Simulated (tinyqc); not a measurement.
Wannier-Stark ladder of a miniband: one step. Bessel amplitudes. Two cases, with inputs chosen for the exercise.

Question. With x = W/(2 e F d): J_j(x)^2 for j = 0 to 5, their running sum over -j ... j, and the spread sqrt(sum j^2 J_j^2) = x/sqrt2. For a hole fixed in well 0 the J_j^2 are the strengths of the optical lines at j e F d.

Give: Weights; spread.

Case 1.

x = 2.386906

Answer.

Weights:
```
j,J_j^2,sum
0,0.0001,0.0001
1,0.2735,0.5471
2,0.1839,0.9149
3,0.0383,0.9915
4,0.0040,0.9995
5,0.0003,1.0000
```

spread = 1.688 periods

The strongest line is j = +/-1.

Case 2.

x = 1.417234

Answer.

Weights:
```
j,J_j^2,sum
0,0.3108,0.3108
1,0.2970,0.9048
2,0.0448,0.9944
3,0.0027,0.9998
4,0.0001,1.0000
5,0.0000,1.0000
```

spread = 1.002 periods

The strongest line is j = 0.

Computed by tinyqc, one run a case: `OMP_NUM_THREADS=1 python tinyqc.py N N+1 out.jsonl` with N = 1250189, 1250239; one thread of a shared Intel(R) Xeon(R) Processor @ 2.30GHz, about 0.01 s a run at most.
